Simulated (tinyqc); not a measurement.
Overlap of hydrogenic dopants: pairs, impurity band and the Mott density: one step. The impurity band at this density. Three cases, with inputs chosen for the exercise.

Question. Form R/aB, t, B = 2 z t and N^(1/3) aB. Two estimates of the gap between the Hubbard bands: u - B (rigid bands, closing at B = u) and the Hubbard-III rule, which closes at B = (2/sqrt3) u; give B/u.

Ry* = Ry m/eps^2, aB = a0 eps/m. For 1s orbitals a distance rho = R/aB apart, in Ry*: overlap S = exp(-rho)(1 + rho + rho^2/3), J = (2/rho)(1 - (1 + rho) exp(-2 rho)) (attraction to the other ion), Kx = 2 (1 + rho) exp(-rho) (exchange of one electron). One electron on a pair has E = -1 - (J +/- Kx)/(1 +/- S), without the repulsion 2/rho of the ions. Hopping after orthogonalisation: t = (Kx - S J)/(1 - S^2), half the splitting. Dopants on a lattice with z neighbours, n = (3 sqrt3/4)/R^3 (bcc), give a band of width B = 2 z t, as on any lattice of two interpenetrating sublattices. Valleys, central cells and disorder are left out.

Case 1.

Values chosen (out of a larger set: an isotropic mass and dielectric constant of the size used for donors in Si; not measured data): N = 0.016 1/aB^3 (dopant density); z = 8 (neighbours in the dopant lattice); u = 0.945 Ry* (cost of a second electron on one dopant).

Ry* = 31.40742 meV

Case 2.

Values chosen (out of a larger set: an isotropic mass and dielectric constant of the size used for acceptors in Si; not measured data): N = 0.0058 1/aB^3 (dopant density); z = 8 (neighbours in the dopant lattice); u = 0.945 Ry* (cost of a second electron on one dopant).

Ry* = 39.33275 meV

Case 3.

Values chosen (out of a larger set: an isotropic mass and dielectric constant of the size used for donors in Ge; not measured data): N = 0.02 1/aB^3 (dopant density); z = 8 (neighbours in the dopant lattice); u = 1.25 Ry* (cost of a second electron on one dopant).

Ry* = 6.90903 meV

Give: R/aB; t; B; N^(1/3) aB; B/u.

Answer.

Case 1.

R/aB = 4.3301
t = 0.07166 Ry*

B: in Ry* 1.147, in meV 36.012

N^(1/3) aB = 0.2520
B/u = 1.213

Both rules close the gap: a metal (at such spacings hopping beyond nearest neighbours, left out, counts too). Mott's screening rule, N^(1/3) aB = 0.26, puts this density at its limit, barely on the insulating side, so the criteria differ.

Case 2.

R/aB = 6.0729
t = 0.01794 Ry*

B: in Ry* 0.287, in meV 11.288

N^(1/3) aB = 0.1797
B/u = 0.304

Both rules leave a gap: an insulator at T = 0. Mott's screening rule, N^(1/3) aB = 0.26, puts this density on the insulating side.

Case 3.

R/aB = 4.0197
t = 0.09063 Ry*

B: in Ry* 1.450, in meV 10.018

N^(1/3) aB = 0.2714
B/u = 1.160

Both rules close the gap: a metal (at such spacings hopping beyond nearest neighbours, left out, counts too). Mott's screening rule, N^(1/3) aB = 0.26, puts this density on the metallic side.

Computed by tinyqc, one run a case: `OMP_NUM_THREADS=1 python tinyqc.py N N+1 out.jsonl` with N = 1481195, 1481697, 1481894; one thread of a shared Intel(R) Xeon(R) Processor @ 2.30GHz, about 0.01 s a run at most.
